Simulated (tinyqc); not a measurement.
Admittance spectroscopy of a deep trap: two steps of the calculation.

Schottky contact on an n-type layer with shallow donors Nd (all ionised) and a donor-like deep trap, neutral when filled and positive when empty; depletion approximation. Traps within lam of the depletion edge stay filled. The traps at xt = W - lam, where the level crosses the Fermi level, follow a slow signal and not a fast one. w = 2 pi f.

Parameters, values chosen for the exercise; material values close to those of silicon:

| symbol | value | unit | meaning |
|---|---|---|---|
| eps_r | 11.7 |  | relative permittivity |
| Nc | 2.75e19 | cm^-3 | conduction-band density of states at 300 K |
| vth | 2.3e7 | cm/s | thermal velocity at 300 K |
| Nd | 2.9e16 | cm^-3 | shallow donor density |
| Vbi | 0.8 | V | built-in voltage |
| Et | 0.49 | eV | depth of the trap below the conduction edge |
| sn | 3.4e-15 | cm^2 | capture cross-section |
| Nt | 2.9e16 | cm^-3 | trap density |
| Vr | 1.3 | V | reverse bias |
| f | 38000 | Hz | signal frequency |
| T | 332 | K | temperature |

Constants: q = 1.602176634e-19 C, kB = 1.380649e-23 J/K, eps0 = 8.8541878128e-14 F/cm where lengths are in cm. Results are converted to the units shown.

Task 1. Widths and limiting capacitances. lam = sqrt(2 eps0 eps_r (EF - ET)/(q Nd)), EF - ET = Et - (kB T/q) ln(Nc(T)/Nd), Nc(T) = Nc (T/300 K)^1.5. In the steady state at the band bending V, 2 eps0 eps_r V/q = Nd W^2 + Nt (W - lam)^2 (the second term only if W > lam). V = Vbi + Vr. C_HF = eps0 eps_r/W, C_LF = eps0 eps_r (Nd + Nt)/(Nd W + Nt xt).

Find: lam; W; xt; C_HF; C_LF.

Result 1.

lam = 113.63 nm
W = 265.60 nm
xt = 151.98 nm
C_HF = 39.003 nF/cm^2
C_LF = 49.616 nF/cm^2

The step is 27.2 % of C_HF.

Task 2. Admittance at the signal frequency. Emission rate en = sn vth(T) Nc(T) exp(-Et/kB T) = sn g T^2 exp(-Et/kB T), g = vth Nc/(300 K)^2, as vth goes as T^0.5 and Nc as T^1.5 (degeneracy factor 1). Inflection frequency w0 = 2 en [1 + Nt xt/(Nd W)]; C = C_HF + (C_LF - C_HF)/(1 + (w/w0)^2), G/w = (C_LF - C_HF)(w/w0)/(1 + (w/w0)^2).

W = 265.60489 nm
xt = 151.97723 nm
C_HF = 39.003046 nF/cm^2
C_LF = 49.616107 nF/cm^2

Give: en; w0/(2 pi); C; G/w.

Result 2.

en = 96017 1/s
w0/(2 pi) = 48051 Hz
C = 45.533 nF/cm^2
G/w = 5.1637 nF/cm^2

The signal lies near the inflection, where the loss is largest.

tinyqc, about 0.01 s, one thread, Intel Xeon 2.30GHz (shared host): `OMP_NUM_THREADS=1 python tinyqc.py 2050115 2050116 out.jsonl`
